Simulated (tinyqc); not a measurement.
Three-band tight binding of a dichalcogenide monolayer: one step. H at one k. Four cases, with inputs chosen for the exercise.

Problem. Form alpha, beta and the matrix.

Basis dz2, dxy, dx2-y2 on a triangular lattice, nearest neighbours; alpha = kx a/2, beta = sqrt3 ky a/2. h0 = e1 + 2 t0 (cos 2alpha + 2 cos alpha cos beta); h1 = -2 sqrt3 t2 sin alpha sin beta + 2i t1 (sin 2alpha + sin alpha cos beta); h2 = 2 t2 (cos 2alpha - cos alpha cos beta) + 2i sqrt3 t1 cos alpha sin beta; h11 = e2 + 2 t11 cos 2alpha + (t11 + 3 t22) cos alpha cos beta; h22 = e2 + 2 t22 cos 2alpha + (3 t11 + t22) cos alpha cos beta; h12 = sqrt3 (t22 - t11) sin alpha sin beta + 4i t12 sin alpha (cos alpha - cos beta) + i lam sz. H = [[h0, h1, h2], [., h11, h12], [., ., h22]], Hermitian; the lowest band of each spin is filled. K = (4 pi/3a, 0), M = (pi/a, pi/(sqrt3 a)).

Case 1.

Values chosen (near a published set for monolayer MoSe2; the results hold for these values, not for the real material):
- a = 3.335 angstrom (lattice constant)
- e1 = 0.913 eV (level of dz2)
- e2 = 2.056 eV (level of dxy and dx2-y2)
- t0 = -0.185 eV (hopping)
- t1 = 0.314 eV (hopping)
- t2 = 0.456 eV (hopping)
- t11 = 0.212 eV (hopping)
- t12 = 0.291 eV (hopping)
- t22 = 0.133 eV (hopping)
- lam = 0.09 eV (spin-orbit constant)
- sz = -1 (spin)
- k = (0.32, 0.37) 1/angstrom (wave vector)

Case 2.

Values chosen (near a published set for monolayer MoS2; the results hold for these values, not for the real material):
- a = 3.199 angstrom (lattice constant)
- e1 = 1.056 eV (level of dz2)
- e2 = 2.094 eV (level of dxy and dx2-y2)
- t0 = -0.187 eV (hopping)
- t1 = 0.399 eV (hopping)
- t2 = 0.496 eV (hopping)
- t11 = 0.222 eV (hopping)
- t12 = 0.335 eV (hopping)
- t22 = 0.057 eV (hopping)
- lam = 0.074 eV (spin-orbit constant)
- sz = 1 (spin)
- k = (0.47, 0.44) 1/angstrom (wave vector)

Case 3.

Values chosen (near a published set for monolayer MoS2; the results hold for these values, not for the real material):
- a = 3.198 angstrom (lattice constant)
- e1 = 1.052 eV (level of dz2)
- e2 = 2.081 eV (level of dxy and dx2-y2)
- t0 = -0.187 eV (hopping)
- t1 = 0.393 eV (hopping)
- t2 = 0.499 eV (hopping)
- t11 = 0.216 eV (hopping)
- t12 = 0.331 eV (hopping)
- t22 = 0.057 eV (hopping)
- lam = 0.074 eV (spin-orbit constant)
- sz = 1 (spin)
- k = (0.83, 0.41) 1/angstrom (wave vector)

Case 4.

Values chosen (near a published set for monolayer WS2; the results hold for these values, not for the real material):
- a = 3.189 angstrom (lattice constant)
- e1 = 1.136 eV (level of dz2)
- e2 = 2.278 eV (level of dxy and dx2-y2)
- t0 = -0.21 eV (hopping)
- t1 = 0.581 eV (hopping)
- t2 = 0.53 eV (hopping)
- t11 = 0.292 eV (hopping)
- t12 = 0.383 eV (hopping)
- t22 = -0.06 eV (hopping)
- lam = 0.213 eV (spin-orbit constant)
- sz = -1 (spin)
- k = (1.03, 0.54) 1/angstrom (wave vector)

Give: alpha, beta; H.

Solution.

Case 1.

alpha, beta (rad): 0.53360  1.06863

H (eV), lower triangle (Hermitian):
```
,z2,xy,x2-y2
z2,0.4278
xy,-0.7043-0.7038i,2.5138
x2-y2,0.0622-0.8209i,-0.0610-0.1348i,2.5030
```

Case 2.

alpha, beta (rad): 0.75177  1.21898

H (eV), lower triangle (Hermitian):
```
,z2,xy,x2-y2
z2,0.8426
xy,-1.1015-0.9840i,2.2228
x2-y2,-0.1830-0.9478i,-0.1832-0.4271i,2.2837
```

Case 3.

alpha, beta (rad): 1.32717  1.13552

H (eV), lower triangle (Hermitian):
```
,z2,xy,x2-y2
z2,1.3064
xy,-1.5211-0.6896i,1.7386
x2-y2,-0.9834-0.2978i,-0.2423+0.1579i,2.0520
```

Case 4.

alpha, beta (rad): 1.64234  1.49135

H (eV), lower triangle (Hermitian):
```
,z2,xy,x2-y2
z2,1.5565
xy,-1.8255+0.0737i,1.6993
x2-y2,-1.0432+0.1434i,-0.6062+0.4435i,2.3921
```

Computed by tinyqc, one run a case: `OMP_NUM_THREADS=1 python tinyqc.py N N+1 out.jsonl` with N = 1480360, 1480819, 1481325, 1481367; one thread of a shared Intel(R) Xeon(R) Processor @ 2.30GHz, about 0.02 s a run at most.
